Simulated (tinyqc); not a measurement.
Atomic layer deposition: Langmuir saturation, growth per cycle and coating of deep features: one step, computed by the program tinyqc.

Precursor A sticks only on free sites, so a long enough pulse saturates; co-reactant B then frees the sites again.

Problem. Exposure for a deep feature. Diffusion-limited filling (Gordon) of a round hole of diameter w: a saturation front at depth z needs dz/dt = D_K n/(z (4q/w)), with Knudsen D_K = w c/3 and F = n c/4; including the entrance and floor terms, t = (q/F)(1 + 19a/4 + 3a^2/2). Reaction-limited filling needs ln(100)/k_a at any depth, k_a = beta F/q. Flow is molecular. The front picture holds when the modulus a sqrt(beta) is well above 1. Depth reached by the given pulse: solve the same formula for a. Exposure = p x diffusion-limited time; 1 langmuir = 1.33322e-4 Pa s.

Inputs (values chosen for the exercise, modelled on hafnium oxide from an amide and water):
```
quantity                                  value    unit
site density q                              2.6  1/nm^2
sticking probability beta on free sites  0.0012       -
precursor pressure p                         24      Pa
temperature T                               300       C
pulse time t                               0.12       s
aspect ratio a                              140       -
```

Feature: round hole.

flux F = 130286.7 1/(nm^2 s)

Give: diffusion-limited time; exposure; modulus; aspect ratio reached by the front in time t.

Solution.

diffusion-limited time = 0.6000 s

exposure = 1.080e+05 langmuir

modulus = 4.850

aspect ratio reached by the front in time t = 61.75
